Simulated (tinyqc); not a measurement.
Born-von Karman spring model of a cubic crystal with one atom per cell: one step, computed by the program tinyqc.

First neighbours lie at a/2 (1,1,0) (12 of them), second at a (1,0,0) (6), with all permutations and signs; the volume per atom is Omega = a^3/4. Two shells of springs match a real metal only roughly, above all at the zone boundary.

Problem. Sound velocities. rho = M/Omega and v = sqrt(C/rho), with C = C11, C44, C44 along [100]; (C11 + C12 + 2 C44)/2, C44, (C11 - C12)/2 along [110]; (C11 + 2 C12 + 4 C44)/3 and twice (C11 - C12 + C44)/3 along [111].

Inputs (values chosen for the exercise, modelled on nickel): lattice constant a = 3.52 angstrom; atomic mass M = 58.69 u.

Lattice: fcc.

C11 = 197.7232 GPa

C44 = 86.93629 GPa

C12 = 103.3222 GPa

Constants: u = 1.6605390666e-27 kg.

Give: density rho; Velocities (m/s).

Solution.

density rho = 8938 kg/m^3

Velocities (m/s):
```
direction  longitudinal  transverse 1  transverse 2
[100]              4703          3119          3119
[110]              5154          3119          2298
[111]              5296          2601          2601
```

Along [110] the two transverse waves differ by a factor sqrt(2 C44/(C11 - C12)) = 1.357.
